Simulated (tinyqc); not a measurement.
Spin curve: spin coating of a resist or spin-on film: centrifugal thinning, evaporation and the final thickness (Emslie and Meyerhofer models). Computed by tinyqc, a small Python program. Command: `OMP_NUM_THREADS=1 python tinyqc.py 3110130 3110131 out.jsonl spincoat walk`. One thread of a shared host (Intel(R) Xeon(R) Processor @ 2.30GHz), about 0.1 s of CPU time with the checks.

A Newtonian film stays uniform over the wafer; solvent and solids have the same density and the concentration is uniform through the thickness.

Inputs (values chosen for the exercise, of the order of those of a polymer resist in an ester solvent): solids volume fraction c0 = 0.31; kinematic viscosity of the solvent nu_s = 2.4 mm^2/s; viscosity constant k = 1100 mm^2/s; viscosity exponent gamma = 3.5; spin speed f = 1000 rpm; evaporation rate at 1000 rpm e0 = 0.11 micrometre/s; starting thickness h0 = 200 micrometre; wafer radius R = 100 mm.

Method:
- omega = 2 pi f/60; nu(c) = nu_s + k c^gamma; evaporation rate e = e0 sqrt(f/1000 rpm).
- Flow constant K = 2 omega^2/(3 nu(c0)); Reynolds number of the air omega R^2/nu_air with nu_air = 15 mm^2/s.
- Meyerhofer estimate: flow rules until (1 - c0) K h^3 = e, then evaporation alone: h_w = (e/((1 - c0) K))^(1/3), dry film c0 h_w.
- Full model for solids s and liquid l per area, h = s + l, c = s/h: ds/dt = -c Q, dl/dt = -(1 - c) Q - e, Q = 2 omega^2 h^3/(3 nu(c)); integrated adaptively (relative tolerance 1e-9) until l = 0.

dry film, estimate = 2375.91 nm

Dry film against speed:
```
f (rpm)  full model (nm)  estimate (nm)  time to dry (s)
500               3788.5         3360.0           125.27
1000              2679.0         2375.9            62.67
1500              2187.4         1939.9            41.79
2000              1894.4         1680.0            31.34
3000              1546.7         1371.7            20.90
4000              1339.5         1188.0            15.67
6000              1093.7          970.0            10.45
```

The full thickness goes as f^-0.500; the estimate as (e/omega^2)^(1/3) = f^(-1/2). The time to dry goes as f^-1.00. A thickness window of 1 % allows a speed error of about 2 %.
